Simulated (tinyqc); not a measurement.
Landau levels with Rashba coupling: sweeps and comparisons. A value that a table varies takes the place of the one given here.

H = (p + eA)^2/2m + aR (sx ky - sy kx) + gs muB B sz/2. With d = 1/2 - gs m/4: E_0 = d hbar wc, and E(N, +/-) = hbar wc [N +/- sqrt(d^2 + 2 N aR^2/(l hbar wc)^2)] for N >= 1.

In a field B along z: l = 1/sqrt((e/hbar) B) is the magnetic length, n_B = B/(h/e) the number of states per area in one level, hbar wc = 2 muB B/m for mass m in m0; 1/angstrom^2 = 1e16/cm^2.

Each listed level takes n_B electrons. At zero temperature and without broadening EF sits in the partly filled level.

Constants: e/hbar = 1.519267448e-05 1/(T angstrom^2); h/e = 413566.7697 T angstrom^2; muB = 5.788381798e-05 eV/T.

Values chosen for the exercise (near those of an asymmetric GaAs well; shifted at random, so the results belong to these values and not to a real crystal): m = 0.0668 m0 (mass); gs = -0.43 (g factor); aR = 0.06 eV angstrom (Rashba constant); Bs = (1, 2, 3, 5, 7, 10, 14) T (fields); B = 5.4 T (magnetic field); n = 1.6 x 1e11/cm^2 (electron sheet density).

## The fan of levels

The four lowest levels against B, with their labels in order.

Levels (meV):
```
B (T)  first  second  third  fourth       order
1.00    0.79    0.88   2.47    2.67  1- 0 2- 1+
2.00    1.65    1.76   5.05    5.29  1- 0 2- 1+
3.00    2.50    2.64   7.64    7.90  1- 0 2- 1+
5.00    4.21    4.39  12.81   13.12  1- 0 2- 1+
7.00    5.92    6.15  17.99   18.35  1- 0 2- 1+
10.0    8.48    8.79  25.75   26.18  1- 0 2- 1+
14.0   11.90   12.31  36.10   36.63  1- 0 2- 1+
```

How do the results move?

The fourth level grows as B^0.98 over the first two rows and B^1.00 over the last two (1 for a parabolic band without a fixed offset such as a valley splitting, 1/2 for massless Dirac electrons). The order of the levels does not change. The term 2 aR^2/(l hbar wc)^2 falls as 1/B, from 0.036 to 0.003, against d^2 = 0.257.

## What each parameter does

The second and third levels from below, nu = n/n_B, and EF. Each row changes one parameter from the base and keeps the others.

Results:
```
case                    second level (meV)  third level (meV)    nu  EF (meV)
base                                  4.75              13.85  1.23      4.75
B = 4.59 T                            4.03              11.75  1.44      4.03
m = 0.0802 m0                         3.96              11.48  1.23      3.96
gs = -0.516                           4.76              13.83  1.23      4.76
aR = 0.072 eV angstrom                4.75              13.79  1.23      4.75
n = 1.92 x 1e11/cm^2                  4.75              13.85  1.47      4.75
```

What can be read from the table?

The largest shifts from the base row, up to three for each result and ties (the steps differ in size, so this ranks the rows, not the parameters). second level (meV): m -0.78, B -0.71, gs +0.01; unchanged at the printed digits by aR and n. third level (meV): m -2.37, B -2.10, aR -0.05; unchanged at the printed digits by n. nu: n +0.25, B +0.22; unchanged at the printed digits by m, gs and aR. EF (meV): m -0.78, B -0.71, gs +0.01; unchanged at the printed digits by aR and n.

Run: tinyqc, `OMP_NUM_THREADS=1 python tinyqc.py 1250571 1250572 out.jsonl`; Intel(R) Xeon(R) Processor @ 2.30GHz, one thread, shared host; about 0.01 s of CPU time with all checks.
